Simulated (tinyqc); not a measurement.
From one set of inputs to another, one input at a time: two coupled magnetic layers: synthetic antiferromagnet, spin flop, exchange bias and magnetoresistance. Computed by tinyqc, a small Python program. Command: `OMP_NUM_THREADS=1 python tinyqc.py 3028938 3028939 out.jsonl saf ladder`. One thread of a shared host (Intel(R) Xeon(R) Processor @ 2.30GHz), about 1 s of CPU time with the checks.

Moments lie in the plane at the angles p1, p2 from the field. Energy per area: E = J1 cos(p1 - p2) + J2 cos^2(p1 - p2) - B M_s (t1 cos p1 + t2 cos p2) + K (t1 sin^2 p1 + t2 sin^2 p2).

The inputs printed are set A. Inputs not listed in the table keep their values of set A, so the rows need not describe a real material.

Inputs (values chosen for the exercise, for a model stack):
```
quantity                         value    unit
saturation magnetisation M_s       825    kA/m
thickness t1                       2.3      nm
thickness t2                       1.8      nm
antiferromagnetic coupling J1     0.19  mJ/m^2
biquadratic coupling J2           0.03  mJ/m^2
in-plane anisotropy K              7.6  kJ/m^3
field over the saturation field   0.23       -
```

Field direction: along the easy axis.

Method:
- The parallel state is stable while the Hessian at p1 = p2 = 0 is positive: with c = J1 + 2 J2 and u = B M_s + 2K, (u t1 - c)(u t2 - c) > c^2, so B_sat M_s = c (1/t1 + 1/t2) - 2K. B_K = 2K/M_s.
- With p1 = 0, p2 = 180 degrees and c2 = J1 - 2 J2 the Hessian is [[c2 + t1 (2K + b), -c2], [-c2, c2 + t2 (2K - b)]], b = B M_s; its determinant vanishes at the positive root of t1 t2 b^2 - c2 (t1 - t2) b - [2K c2 (t1 + t2) + 4 K^2 t1 t2] = 0.
- The lowest minimum of E over both angles (from five starts; of two mirror images the one with p1 >= 0, and for equal layers |p1| <= |p2|).

Each row keeps all changes above it:
```
input moved                             from     to  stability limit B_sf of the antiparallel state (mT)  m/m_sat along B  energy (mJ/m^2)
set A                                      -      -                                               67.006          0.12195          -0.1867
field over the saturation field         0.23   0.52                                               67.006          0.70226          -0.3379
saturation magnetisation M_s (kA/m)      825   1420                                               38.930          0.70226          -0.3379
in-plane anisotropy K (kJ/m^3)           7.6    6.4                                               36.009          0.70110          -0.3439
biquadratic coupling J2 (mJ/m^2)        0.03  0.017                                               39.890          0.64004          -0.3072
thickness t2 (nm)                        1.8    2.6                                               27.249          0.64247          -0.2947
antiferromagnetic coupling J1 (mJ/m^2)  0.19      1                                               56.401          0.54533          -1.5453
thickness t1 (nm)                        2.3    2.6                                               69.270          0.54561          -1.5330
```

Where does the difference come from?

Stability limit B_sf of the antiparallel state goes from 67.0 to 69.3, a factor 1.03 in all. The largest single move comes from antiferromagnetic coupling J1 (a factor 2.07), and saturation magnetisation M_s works against it (a factor 0.581). m/m_sat along B goes from 0.122 to 0.546, a factor 4.47 in all. The largest single move comes from field over the saturation field (a factor 5.76). Energy goes from -0.187 to -1.53, -1.35 in all. The largest single move comes from antiferromagnetic coupling J1 (-1.25). The single moves hold for this order of the switches; the total does not depend on the order.

Extremes, crossings and ranges named in words are read from the listed rows.
